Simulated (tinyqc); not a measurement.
Mobility and doping from two currents.

Question. A trap-free film with injecting contacts is fitted, with diffusion neglected, by J = q mu N V/Lf + (9/8) eps0 eps_r mu V^2/Lf^3. Find mu, N and the voltage at which both terms are equal.

Inputs (values chosen for the exercise): relative permittivity eps_r = 9.51; film thickness Lf = 530 nm.

Constants: q = 1.602176634e-19 C, eps0 = 8.8541878128e-14 F/cm where lengths are in cm. Results are converted to the units shown.

J at 3.9 and 16 V (A/cm^2): [643.28774, 5965.1371]

Answer. J/V is a straight line in V: the slope gives mu and the intercept mu N.

mu = 2.700 cm^2/(V s)
N = 1.200e16 cm^-3
crossover voltage = 5.701 V

Program tinyqc, `OMP_NUM_THREADS=1 python tinyqc.py 2730062 2730063 out.jsonl`; Intel Xeon 2.30GHz, shared host, one thread, about 0.9 s.
